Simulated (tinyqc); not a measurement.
# Worked calculation: charge pumping in an n-channel transistor

Numbers from tinyqc (`OMP_NUM_THREADS=1 python tinyqc.py 2030125 2030126 out.jsonl`; about 0.01 s on one thread of a shared Intel Xeon 2.30GHz). Printed values are rounded.

The gate is pulsed from accumulation to inversion and back. Energies E are counted from the intrinsic level; Dit(E) = D0 [1 + b (2 E/Eg)^2]. During each edge the traps near the bands emit their carriers, and those between Eh and Ee recombine once a cycle.

Values chosen for this exercise; band and dielectric values close to those of silicon: temperature T = 300 K; band gap Eg = 1.14 eV; conduction-band density of states at 300 K Nc = 2.81e19 cm^-3; valence-band density of states at 300 K Nv = 2.66e19 cm^-3; gate area A = 0.25 um^2; trap density at midgap D0 = 1.9e11 cm^-2 eV^-1; rise of the trap density towards the band edges b = 0; cross-section for electrons sn = 2.1e-15 cm^2; cross-section for holes sp = 1.6e-15 cm^2; thermal velocity at 300 K, one nominal value for electrons and holes vth = 1.4e7 cm/s; Vth - Vfb dV = 0.65 V; pulse height Va = 3 V; frequency f = 21000 Hz; rise time tr = 4200 ns; fall time tf = 1500 ns.

Constants: q = 1.602176634e-19 C, kB = 1.380649e-23 J/K, Vt = kB T/q. Results are converted to the units shown.

Range of the model: The Fermi levels of inversion and accumulation are taken to lie beyond Ee and Eh, the flat tops to fill all traps, and no geometric current is added.

## Emission levels

ni = sqrt(Nc Nv) exp(-Eg/(2 Vt)), Eg in volts; emission times te = (dV/Va) tf and th = (dV/Va) tr; Ee = -Vt ln(vth sn ni te), Eh = +Vt ln(vth sp ni th).

ni = 7.26466e9 cm^-3
te = 325 ns
th = 910 ns
Ee = 0.247544 eV
Eh = -0.227956 eV

The window covers 41.7 % of the gap.

## Pumped charge and current

Nit = integral of Dit from Eh to Ee = D0 [Ee - Eh + 4 b (Ee^3 - Eh^3)/(3 Eg^2)], Qcp = q A Nit, Icp = f Qcp.

Nit = 9.03450e10 cm^-2
mean Dit = 1.9e11 cm^-2 eV^-1
traps pumped a cycle = 225.863
Icp = 0.759930 pA
